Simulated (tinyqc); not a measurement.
# Worked calculation: trench capacitor in an array: capacitance, non-linearity, leakage and relaxation

Program tinyqc, `OMP_NUM_THREADS=1 python tinyqc.py 2102199 2102200 out.jsonl`; Intel Xeon 2.30GHz, shared host, one thread, about 0.01 s. Printed values are rounded.

A film between two metal electrodes, each interface adding a series capacitance ci. The small-signal permittivity is ek (1 + aq E^2); the field is found with the linear permittivity. Leakage J = J0 sinh(E/Ef). After a voltage step the film passes a relaxation current kr C V tt^(-nr), tt being the time in seconds. The sidewall is a coaxial capacitor with radii a = dm/2 - t and b = dm/2, depth AR dm; the end face is left out.

Values chosen for this exercise; permittivity of the order of that of silicon nitride:
- ek = 6.61 (relative permittivity of the film)
- t = 22 nm (film thickness)
- ci = 1000 uF/cm^2 (capacitance of each electrode interface (dead layer and screening))
- aq = 0.0028 cm^2/MV^2 (quadratic field coefficient of the permittivity)
- V = 2.5 V (bias)
- J0 = 7.9e-11 A/cm^2 (leakage prefactor)
- Ef = 0.3 MV/cm (field for an e-fold rise of the leakage)
- dm = 200 nm (diameter of the hole)
- AR = 20 (aspect ratio, depth over diameter)
- pt = 410 nm (pitch of the square array)
- rho = 1400 uohm cm (resistivity of the inner electrode)

Constants: eps0 = 8.8541878128e-14 F/cm where lengths are in cm. Results are converted to the units shown.

## Planar capacitance, field and non-linearity

Planar film: Cf = eps0 ek/t, 1/C = 1/Cf + 2/ci, EOT = 3.9 eps0/C, effective permittivity C t/eps0, E = (V/t) C/Cf; quadratic coefficient [C(V)/C - 1]/V^2 with Cf (1 + aq E^2) in C(V).

Cf = 0.266028 uF/cm^2
C = 0.265887 uF/cm^2
EOT = 12.9872 nm
effective permittivity = 6.60648
E = 1.13576 MV/cm
quadratic coefficient = 577.589 ppm/V^2
J = 1.74002e-9 A/cm^2

The interfaces take 0.0532 % of the voltage.

## Cell capacitance, fields and time constant

Per length 1/c = ln(b/a)/(2 pi eps0 ek) + (1/a + 1/b)/(2 pi ci); cell capacitance c AR dm; per footprint over pt^2; fields c V/(2 pi eps0 ek r) at r = a and b; resistance of the inner electrode rho AR dm/(pi a^2); time constant R C/3 of the distributed line.

a = 78 nm
b = 100 nm
cell capacitance = 5.91695 fF
capacitance per footprint = 3.51990 uF/cm^2
field at a = 1.28930 MV/cm
field at b = 1.00565 MV/cm
R = 2.92987 kohm
R C/3 = 5.77864 ps

The array gives 13.2 times the planar capacitance per footprint; curvature makes the field at the inner electrode 1.14 times the planar value.
